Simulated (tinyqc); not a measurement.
# Threshold switch as oscillator and as selector in a crossbar: what changes with what

Off state: I = Ith sinh(V/V0)/sinh(Vth/V0) up to Vth. On state: V = Vh + I Ron down to the holding current Ih, at Vl = Vh + Ih Ron. Switching is instantaneous.

Parameters, values chosen for the exercise; values of the order of Ge-Sb-Te and related chalcogenides: threshold voltage Vth = 2.7 V; holding voltage Vh = 1.33 V; on-state resistance Ron = 1.3 kohm; current at threshold Ith = 0.26 uA; voltage scale of the off-state sinh V0 = 0.13 V; holding current Ih = 5.7 uA; capacitance across the switch C = 6.3 fF; write current Iw = 30 uA; supply voltage Vs = 4.11 V.

Each table varies one quantity; the others keep the values above.

## Frequency against load

With a load RL from Vs and C across the switch, it oscillates if the load line misses both branches: (Vs - Vl)/Ih < RL < (Vs - Vth)/Ith. Charging without leakage takes RL C ln[(Vs - Vl)/(Vs - Vth)]; discharging takes (RL || Ron) C ln[(Vth - Ve)/(Vl - Ve)], Ve = (Vs Ron + Vh RL)/(Ron + RL). Here the charging time includes the off-state leakage: the integral of C dV/[(Vs - V)/RL - I(V)].

Results:

| RL (kohm) | charging, no leakage (ns) | charging (ns) | discharging (ns) | frequency (MHz) |
|---|---|---|---|---|
| 780 | 3.323 | 3.383 | 0.05065 | 291.2 |
| 950 | 4.047 | 4.138 | 0.04855 | 238.9 |
| 1200 | 5.112 | 5.261 | 0.04695 | 188.4 |
| 1400 | 5.964 | 6.172 | 0.04619 | 160.8 |
| 1700 | 7.242 | 7.561 | 0.04547 | 131.5 |
| 2100 | 8.946 | 9.460 | 0.04487 | 105.2 |
| 3000 | 12.78 | 13.99 | 0.04418 | 71.24 |
| 3700 | 15.76 | 17.90 | 0.04389 | 55.72 |
| 4500 | 19.17 | 23.22 | 0.04367 | 42.99 |

Estimate the missing row, RL = 2500 kohm.

Computed row:

| RL (kohm) | charging, no leakage (ns) | charging (ns) | discharging (ns) | frequency (MHz) |
|---|---|---|---|---|
| 2500 | 10.65 | 11.42 | 0.04449 | 87.20 |

With this row back in the table: The frequency falls from 291 to 43.0 MHz, as RL^(-1.01) between the first two rows and RL^(-1.33) between the last two. Leakage lengthens the charging by 1.8 % in the first row and 21 % in the last; the period diverges at RL = 5420 kohm. In every row the discharge is shorter than 0.5 ns, comparable to real switching delays.

## Array size against supply voltage

In an N x N array driven at Vs, the V/2 scheme puts Vs/2 on 2 (N - 1) cells; the V/3 scheme puts Vs/3 on all N^2 - 1 others, N - 1 of them on the selected row. Row leakage is (N - 1) I; wasted power is the number of cells times V I. The largest N keeps the row leakage below a tenth of Iw.

Results:

| Vs (V) | I at Vs/2 (nA) | largest N, V/2 | largest N, V/3 |
|---|---|---|---|
| 2.84 | 0.01377 | 2.179e5 | 8.309e6 |
| 3.18 | 0.05091 | 5.893e4 | 3.475e6 |
| 3.53 | 0.1956 | 1.534e4 | 1.416e6 |
| 4.22 | 2.779 | 1080 | 2.414e5 |
| 4.57 | 10.68 | 281.9 | 9.842e4 |
| 4.92 | 41.04 | 74.10 | 4.012e4 |
| 5.27 | 157.7 | 20.02 | 1.635e4 |

Estimate the missing row, Vs = 3.88 V.

Computed row:

| Vs (V) | I at Vs/2 (nA) | largest N, V/2 | largest N, V/3 |
|---|---|---|---|
| 3.88 | 0.7517 | 3992 | 5.773e5 |

With this row back in the table: The half-select current grows a decade every 2 V0 ln 10 = 0.599 V, so the largest N falls from 2.18e5 to 20.0 in the V/2 scheme and from 8.31e6 to 16400 in the V/3 scheme. Vs must stay below 2 Vth = 5.40 V (V/2) or half-selected cells switch.

Range of the model: Delay times, drift of Vth and line resistance are left out.

Computed by the program tinyqc: `OMP_NUM_THREADS=1 python tinyqc.py 2490058 2490059 out.jsonl`, one thread of a shared Intel Xeon 2.30GHz, about 0.01 s for the whole run.
